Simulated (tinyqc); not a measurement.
Capacitance of parallel on-chip lines from Laplace's equation on a mesh: one step of the calculation.

Cross-section of an endless row of equal lines between two grounded planes; neighbours are driven in antiphase (+1 V and -1 V), so the plane midway between two lines is at 0 V. By symmetry one quarter is solved: x runs from the centre of a line (column 0, mirror) to that midplane (column 5, 0 V), y from the mid-height of the line (row 0, mirror) to the ground plane (row 3, 0 V). The line fills columns 0 to 2 and rows 0 to 1 at 1 V. Cells beside the line (below row 1) have e2, cells above have e1. Each link between nodes has the conductance g = mean permittivity of the two cells beside it (a cell beyond a mirror counts as 0), and the free nodes obey sum g (V_neighbour - V) = 0.

Problem. Capacitance per length. C = 4 eps0 sum g (difference of V)^2 over all links (twice the energy of the four quarters, line at 1 V). Plate estimate without fringing: eps0 [2 e1 w/hd + 2 e2 t/(s/2)], w = 4 hx, t = 2 hx, s/2 = 3 hx, hd = 2 hx.

Inputs (values chosen for the exercise):
```
symbol  value  unit                                          meaning
e1        3.9        relative permittivity above and below the lines
e2        3.9                relative permittivity between the lines
```

Constants: eps0 = 8.8541878128e-12 F/m. Results are converted to the units shown.

converged V (V):
```
           col 0      col 1      col 2      col 3      col 4      col 5
row 0  1.0000000  1.0000000  1.0000000  0.5717424  0.2546899  0.0000000
row 1  1.0000000  1.0000000  1.0000000  0.5161399  0.2235085  0.0000000
row 2  0.4911273  0.4822545  0.4378908  0.2693088  0.1232043  0.0000000
row 3  0.0000000  0.0000000  0.0000000  0.0000000  0.0000000  0.0000000
```

gx:
```
       col 0  col 1  col 2  col 3  col 4
row 0   1.95   1.95   1.95   1.95   1.95
row 1    3.9    3.9    3.9    3.9    3.9
row 2    3.9    3.9    3.9    3.9    3.9
row 3   1.95   1.95   1.95   1.95   1.95
```

gy:
```
       col 0  col 1  col 2  col 3  col 4  col 5
row 0   1.95    3.9    3.9    3.9    3.9   1.95
row 1   1.95    3.9    3.9    3.9    3.9   1.95
row 2   1.95    3.9    3.9    3.9    3.9   1.95
```

Find: C; plate estimate.

Solution.

C = 280.71 aF/um
plate estimate = 184.17 aF/um

tinyqc, about 0.7 s, one thread, Intel Xeon 2.30GHz (shared host): `OMP_NUM_THREADS=1 python tinyqc.py 2790113 2790114 out.jsonl`
